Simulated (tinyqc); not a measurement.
# Energy and pressure along a compression

Model: pair-potential crystal by lattice sums. Computed by tinyqc, a small Python program. Command: `OMP_NUM_THREADS=1 python tinyqc.py 3014490 3014491 out.jsonl pairsum sweep`. One thread of a shared host (Intel(R) Xeon(R) Processor @ 2.30GHz), about 0.03 s of CPU time with the checks.

Energy per atom E = (1/2) sum over neighbours of phi(r); d is the nearest-neighbour distance.

Inputs (values chosen for the exercise, for model atoms):
```
quantity                value      unit
well depth eps         0.0473        eV
pair minimum r0          3.12  angstrom
cut-off r_c/r0           2.41         -
repulsive exponent n       14         -
attractive exponent m       7         -
```

Potential: Mie n-m. Structure: bcc.

Constants: 1 eV/angstrom^3 = 160.2176634 GPa.

Method:
- phi0(r) = eps [m (r0/r)^n - n (r0/r)^m]/(n - m); shifted-force cut-off: phi(r) = phi0(r) - phi0(r_c) - (r - r_c) phi0'(r_c) for r < r_c, zero beyond.
- Shells (distance in units of d, count): fcc 1.0000 (12), 1.4142 (6), 1.7321 (24), 2.0000 (12), 2.2361 (24), 2.4495 (8), 2.6458 (48), 2.8284 (6), 3.0000 (36), 3.1623 (24); hcp 1.0000 (12), 1.4142 (6), 1.6330 (2), 1.7321 (18), 1.9149 (12), 2.0000 (6), 2.2361 (12), 2.3805 (12), 2.4495 (6), 2.5166 (6), 2.5820 (12), 2.6458 (24), 2.7080 (6), 2.8868 (12), 3.0000 (12), 3.1091 (24), 3.1623 (12); bcc 1.0000 (8), 1.1547 (6), 1.6330 (12), 1.9149 (24), 2.0000 (8), 2.3094 (6), 2.5166 (24), 2.5820 (24), 2.8284 (24), 3.0000 (32); sc 1.0000 (6), 1.4142 (12), 1.7321 (8), 2.0000 (6), 2.2361 (24), 2.4495 (24), 2.8284 (12), 3.0000 (30), 3.1623 (24); diamond 1.0000 (4), 1.6330 (12), 1.9149 (12), 2.3094 (6), 2.5166 (12), 2.8284 (24), 3.0000 (16). Volumes per atom in d^3: fcc 0.70711, hcp 0.70711, bcc 0.76980, sc 1.00000, diamond 1.53960; hcp has the ideal c/a. Every shell inside the cut-off is summed.
- List each shell within the cut-off.
- E = (1/2) sum count x phi; P = -(1/(6 Omega)) sum count x r phi', Omega = 0.769800 d^3.

One run for each value:
```
trial neighbour distance d/r0  energy at the trial distance (eV/atom)  pressure at the trial distance (GPa)
0.880                                                         0.00750                                28.963
0.907                                                        -0.18267                                13.192
0.935                                                        -0.27084                                 4.813
0.963                                                        -0.29829                                 0.703
0.990                                                        -0.29435                                -1.142
1.020                                                        -0.27285                                -1.939
1.050                                                        -0.24400                                -2.092
1.070                                                        -0.22369                                -2.023
1.100                                                        -0.19400                                -1.805
```

Over the rows, energy at the trial distance (eV/atom) goes from 0.00750 through a minimum among these rows, -0.298 at 0.963, to -0.194; pressure at the trial distance (GPa) goes from 29.0 through a minimum among these rows, -2.09 at 1.05, to -1.81. The pressure changes sign between d/r0 = 0.963 and 0.990, where the energy has its minimum.

Extremes, crossings and ranges named in words are read from the listed rows.
